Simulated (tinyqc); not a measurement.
# Resistance of a circular point contact between the ballistic and the diffusive limit: what changes with what

Two half-spaces of a free-electron metal (one valley, spin 2) meet through a circular opening of radius a in an insulating sheet.

Inputs (values chosen for the exercise):

| symbol | value | unit | meaning |
|---|---|---|---|
| n | 5e21 | cm^-3 | free-electron density |
| l | 4.2 | nm | mean free path |
| a | 1.6 | nm | radius of the opening |

Constants: q = 1.602176634e-19 C, hbar = 1.054571817e-34 J s. Results are converted to the units shown.

Each table varies one quantity; the others keep the values above.

## Effect of the radius

kF = (3 pi^2 n)^(1/3), resistivity rho = hbar kF/(n q^2 l). Maxwell: RM = rho/(2 a); Sharvin: RS = 4 rho l/(3 pi a^2); interpolation R = RS + gamma RM, gamma = (1 + 0.83 K)/(1 + 1.33 K), K = l/a.

Result of one run:

| a (nm) | K = l/a | RM (ohm) | RS (ohm) | R (ohm) |
|---|---|---|---|---|
| 4.3 | 0.9767 | 120.3 | 99.77 | 194.5 |

What becomes of these results when the radius of the opening a is changed from 4.3 to 49 nm, all else the same?

Result of the changed run:

| a (nm) | K = l/a | RM (ohm) | RS (ohm) | R (ohm) |
|---|---|---|---|---|
| 49 | 0.08571 | 10.56 | 0.7683 | 10.92 |

The whole series:

| a (nm) | K = l/a | RM (ohm) | RS (ohm) | R (ohm) |
|---|---|---|---|---|
| 1.3 | 3.231 | 398.0 | 1092 | 1368 |
| 2.3 | 1.826 | 225.0 | 348.7 | 513.8 |
| 4.3 | 0.9767 | 120.3 | 99.77 | 194.5 |
| 7.9 | 0.5316 | 65.50 | 29.56 | 84.86 |
| 15 | 0.2800 | 34.50 | 8.199 | 39.18 |
| 27 | 0.1556 | 19.16 | 2.531 | 20.46 |
| 49 | 0.08571 | 10.56 | 0.7683 | 10.92 |
| 91 | 0.04615 | 5.686 | 0.2228 | 5.785 |

R falls from 1370 to 5.79 ohm, as a^(-1.72) between the first two rows and a^(-1.03) between the last two (Sharvin -2, Maxwell -1). RM equals RS at a = 8 l/(3 pi) = 3.57 nm. In 1 of the 8 rows kF a is below 10, where the smooth Sharvin count is off by about 2/(kF a), a fifth or more.

## Effect of the mean free path

Same model as above.

The same in every row: RS (ohm) = 720.61.

Results:

| l (nm) | K = l/a | RM (ohm) | R (ohm) |
|---|---|---|---|
| 0.11 | 0.068750 | 12348 | 12680 |
| 0.24 | 0.15000 | 5659.6 | 6026.4 |
| 0.56 | 0.35000 | 2425.6 | 2856.5 |
| 1.3 | 0.81250 | 1044.9 | 1561.4 |
| 2.9 | 1.8125 | 468.38 | 1064.5 |
| 15 | 9.3750 | 90.554 | 779.64 |
| 35 | 21.875 | 38.809 | 745.31 |

Estimate the missing row, l = 6.6 nm.

Computed row:

| l (nm) | K = l/a | RM (ohm) | R (ohm) |
|---|---|---|---|
| 6.6 | 4.1250 | 205.80 | 860.97 |

With this row back in the table: R falls from 12700 to 745 ohm. RS stays at 721 ohm, since rho l depends on n alone, and R is 3.4 % above it in the last row: a cleaner metal cannot lower R below the Sharvin value. In every row kF a is below 10, where the smooth Sharvin count is off by about 2/(kF a), a fifth or more.

Program tinyqc, `OMP_NUM_THREADS=1 python tinyqc.py 2760118 2760119 out.jsonl`; Intel Xeon 2.30GHz, shared host, one thread, about 0.01 s.
